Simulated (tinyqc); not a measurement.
Grain-boundary trapping model (Seto) of a polycrystalline semiconductor film: one step, computed by the program tinyqc.

Grains of equal size L are joined by thin boundaries with one trap level. Trapped carriers deplete a width W on each side and raise a barrier, crossed by thermionic emission. Dopants are fully ionised, statistics are non-degenerate and mu_g does not depend on T.

Question. Activation energy. N_c(T) = N_c (T/300 K)^(3/2). Filled traps Q = Q_t/(1 + (1/2) exp((E_t* - E_F)/k_B T)), where E_t* = e V_B - E_t and E_F are counted from the band edge at the grain centre. Partial depletion: Q = 2 N W, V_B = e N W^2/(2 eps eps_0), E_F = k_B T ln(N/N_c); solve for W. If that W would exceed L/2 the grain is fully depleted: W = L/2, Q = N L, and E_F follows from the trap equation. Centre density n_0 = N_c exp(E_F/k_B T). Boundary: sigma_b = L e^2 n_0 exp(-e V_B/k_B T)/sqrt(2 pi m k_B T); drift through the grain, depleted parts included: rho_g = [(1 - 2W/L) + (2W/L) int_0^1 exp(y^2 s^2) ds]/(e n_0 mu_g); rho = 1/sigma_b + rho_g. Mean carrier density n_av = n_0 [(1 - 2W/L) + (2W/L) (sqrt(pi)/2) erf(y)/y], y = sqrt(e V_B/k_B T); effective mobility 1/(e n_av rho). E_a = d ln(rho)/d(1/k_B T) from T - 5 K and T + 5 K; temperature coefficient d ln(rho)/dT.

Inputs (values chosen for the exercise, modelled on polycrystalline ZnO):
```
quantity                                     value        unit
permittivity eps                               8.3           -
effective mass m                               0.3         m_0
effective density of states at 300 K, N_c  3.5e+18      1/cm^3
grain size L                                    70          nm
trap density Q_t                           6.6e+11      1/cm^2
trap level E_t below the band edge            0.31          eV
doping N                                   2.3e+16      1/cm^3
mobility inside the grains mu_g                150  cm^2/(V s)
temperature T                                  300           K
```

Grain interior: resistance included.

Constants: k_B = 8.617333262e-05 eV/K; e = 1.602176634e-19 C; eps_0 = 8.8541878128e-12 F/m; m_0 = 9.1093837015e-31 kg; k_B = 1.380649e-23 J/K.

Give: activation energy E_a; temperature coefficient.

Answer.

activation energy E_a = 0.3326 eV

temperature coefficient = -4.290 %/K
